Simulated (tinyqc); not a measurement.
Comparisons within one model: free and nearly free electrons in a metal. A value that a table varies takes the place of the one given here.

The cubic cell holds 2 atoms: n = 2 z/a^3, kF = (3 pi^2 n)^(1/3), EF = c kF^2/m, vF = 2 c kF/(m hbar), c = hbar^2/2m0; rs = (3/(4 pi n))^(1/3)/a0; D(EF) = 3 n/(2 EF).

Square wire of width w with grain size w: rho/rho0 = 1/(1 - 3 al/2 + 3 al^2 - 3 al^3 ln(1 + 1/al)) + (3/4) (1 - p) l/w, with al = (l/w) Rg/(1 - Rg) (Mayadas-Shatzkes plus the thick-wire form of Fuchs-Sondheimer); l = hbar kF/(n e^2 rho), e = 1.602176634e-19 C.

Constants: hbar^2/2m0 = 3.80998211 eV angstrom^2; hbar = 6.58211957e-16 eV s; a0 (Bohr radius) = 0.5291772105 angstrom.

Parameters, chosen for this exercise (near those of W, whose d bands this model ignores; shifted at random, so the results belong to these values and not to a real crystal): a = 3.154 angstrom (bcc lattice constant); z = 2 (free electrons an atom); m = 1 m0 (mass); rho = 5.4 micro-ohm cm (bulk resistivity); p = 0 (specularity of the surfaces); Rg = 0.11 (reflection at grain boundaries); w = 20 nm (wire width).

## Resistivity of narrow wires

Wires:
```
w (nm)     al  grain term (factor - 1)  surface term  rho (micro-ohm cm)
200     0.006                    0.009         0.035                5.63
100     0.011                    0.017         0.070                5.87
50      0.023                    0.034         0.139                6.34
30      0.038                    0.057         0.232                6.96
20      0.057                    0.084         0.348                7.74
14      0.082                    0.120         0.498                8.74
10      0.115                    0.167         0.697               10.06
7       0.164                    0.237         0.996               12.05
```

l = 9.29 nm

At 7 nm the resistivity is 2.23 times the bulk value; surfaces add more (0.24 from grains, 1.00 from surfaces). It passes twice the bulk value between 10 and 7 nm. The surface formula is meant for w above l = 9 nm, so the rows below that are rough.

## What sets the wire resistivity

All results formed anew. Each row changes one parameter from the base and keeps the others.

Results:
```
case                     EF (eV)  l (nm)  wire rho (micro-ohm cm)
base                       9.237    9.29                    7.738
a = 3.249 angstrom         8.705    9.86                    7.880
m = 1.2 m0                 7.697    9.29                    7.738
rho = 6.48 micro-ohm cm    9.237    7.74                    8.819
p = 0.3                    9.237    9.29                    7.173
Rg = 0.077                 9.237    9.29                    7.591
w = 14 nm                  9.237    9.29                    8.736
```

The largest shifts from the base row, up to three for each result and ties (the steps differ in size, so this ranks the rows, not the parameters). EF (eV): m -1.539, a -0.532; unchanged at the printed digits by rho, p, Rg and w. l (nm): rho -1.55, a +0.57; unchanged at the printed digits by m, p, Rg and w. wire rho (micro-ohm cm): rho +1.081, w +0.998, p -0.564; unchanged at the printed digits by m. The mass drops out of l at given rho, because vF falls and tau rises by the same factor.

Computed by tinyqc, a small Python program: `OMP_NUM_THREADS=1 python tinyqc.py 1682583 1682584 out.jsonl` (the numbers bound the seed that draws the inputs); one thread of a shared host (Intel(R) Xeon(R) Processor @ 2.30GHz), about 0.01 s for the whole set of steps.
